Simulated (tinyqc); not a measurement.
Random telegraph noise from one oxide trap in a small MOSFET: time constants and noise against gate voltage.

An acceptor-like trap exchanges electrons with the channel. Inversion charge Q = Cox u, u = n Vt W0(exp((Vg - VT)/(n Vt))), W0 the Lambert function, n = nf, Cox = eps0 eox/tox; linear regime Id = (W/L) mu Q Vd. Relative to threshold the surface potential rises by Vt ln(u/u0) and the oxide voltage by the rest of Vg - VT, with u0 = n Vt W0(1).

N = Cox u/q; dpsi = Vt ln(u/u0); E = E0 - dpsi - (xt/tox)(Vg - VT - dpsi); capture time tc = 1/[(N/zi) vth s0 exp(-xt/lt - EB/Vt)]; emission time te = tc exp(-E/Vt); occupancy te/(tc + te). A = W L; threshold step dV = q (1 - xt/tox)/(Cox A); gm/Id = 1/(u + n Vt); relative step dI/I = (gm/Id) dV + asc mu/A. fc = (1/tc + 1/te)/(2 pi); rms = (dI/I) sqrt(tc te)/(tc + te).

Parameters, values chosen for the exercise; values of the order met in silicon transistors: temperature T = 200 K; relative permittivity of the gate insulator (close to silicon dioxide) eox = 3.9; insulator thickness tox = 1.7 nm; depth of the trap from the channel interface xt = 0.46 nm; trap level above the channel Fermi level at threshold E0 = -0.05 eV; capture prefactor s0 = 3e-15 cm^2; capture barrier (lattice relaxation) EB = 0.37 eV; tunnelling decay length lt = 0.12 nm; thermal velocity vth = 2.3e7 cm/s; thickness of the inversion layer zi = 3 nm; threshold voltage VT = 0.45 V; body factor nf = 1.1; gate width W = 32 nm; gate length L = 49 nm; mobility mu = 250 cm^2/(V s); scattering coefficient of the charged trap asc = 3.5e-16 V s; drain voltage Vd = 0.05 V.

Constants: q = 1.602176634e-19 C, kB = 1.380649e-23 J/K, Vt = kB T/q, eps0 = 8.8541878128e-14 F/cm where lengths are in cm. Results are converted to the units shown.

Time constants and noise against gate voltage:

| Vg (V) | E (eV) | tc (s) | te (s) | occupancy | dI/I (%) | fc (Hz) | rms dI/I (%) |
|---|---|---|---|---|---|---|---|
| 0.15 | 0.22298 | 1.3129e7 | 31.583 | 2.4056e-6 | 19.912 | 0.0050393 | 0.030884 |
| 0.21 | 0.16696 | 5.5431e5 | 34.407 | 6.2068e-5 | 19.912 | 0.0046260 | 0.15687 |
| 0.27 | 0.11094 | 23404 | 37.484 | 0.0015990 | 19.911 | 0.0042528 | 0.79555 |
| 0.33 | 0.054935 | 989.81 | 40.854 | 0.039639 | 19.878 | 0.0040565 | 3.8784 |
| 0.39 | -5.9860e-4 | 43.441 | 44.976 | 0.50868 | 19.158 | 0.0072023 | 9.5777 |
| 0.45 | -0.050000 | 3.1054 | 56.501 | 0.94790 | 12.908 | 0.054068 | 2.8685 |
| 0.51 | -0.083957 | 0.75838 | 98.971 | 0.99240 | 6.3836 | 0.21147 | 0.55455 |
| 0.57 | -0.10924 | 0.36939 | 208.97 | 0.99824 | 3.9136 | 0.43162 | 0.16425 |
| 0.63 | -0.13114 | 0.23539 | 474.51 | 0.99950 | 2.8398 | 0.67647 | 0.063219 |

tc falls from 1.31e7 to 0.235 s as the channel fills and te rises from 31.6 to 475 s; they are equal at Vg = 0.389 V, where E = 0. The rms noise goes from 0.0309 through a maximum of 9.58 (at Vg = 0.39 V among the rows listed) to 0.0632 %. The slope -Vt d ln(tc/te)/dVg is 0.934 between the first two rows and 0.365 between the last two; it tends to xt/tox = 0.271 only when the surface potential stops moving. For Vg = 0.15, 0.21, 0.27, 0.33, 0.39 the step exceeds 15 %, where a linear one-charge estimate is rough.

Range of the model: VT is taken as given; short-channel effects and the uneven flow of current among few electrons are left out.

Computed by the program tinyqc: `OMP_NUM_THREADS=1 python tinyqc.py 2710116 2710117 out.jsonl`, one thread of a shared Intel Xeon 2.30GHz, about 0.01 s for the whole run.
